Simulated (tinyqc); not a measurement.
# Ionisation constants from two fields

Problem. alpha_n = an exp(-bn/E). Find bn and an.

alpha_n at 403 and 698 kV/cm (1/cm): 8408.6307  1.7786910e5

Answer. ln alpha is a straight line in 1/E with slope -bn and intercept ln an.

bn = 2.910e6 V/cm
an = 1.150e7 1/cm

Computed by the program tinyqc: `OMP_NUM_THREADS=1 python tinyqc.py 2120013 2120014 out.jsonl`, one thread of a shared Intel Xeon 2.30GHz, about 0.07 s for the whole run.
